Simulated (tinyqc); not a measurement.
Activation energy from two powers.

Question. P(T) = Pd + Pl (T/300 K)^2 exp[(q Ea/kB)(1/(300 K) - 1/T)]. Find Ea and Pl.

Values chosen for this exercise: temperature-independent switching power Pd = 16 W.

Constants: q = 1.602176634e-19 C, kB = 1.380649e-23 J/K. Results are converted to the units shown.

P at T = 340 and 380 K (W): [17.0636417, 23.4533255]

Answer. Subtract Pd; the ratio of the leakage powers, divided by the T^2 factors, is an Arrhenius factor.

Ea = 0.480 eV
Pl = 0.0932 W

Numbers from tinyqc (`OMP_NUM_THREADS=1 python tinyqc.py 2520042 2520043 out.jsonl`; about 0.01 s on one thread of a shared Intel Xeon 2.30GHz).
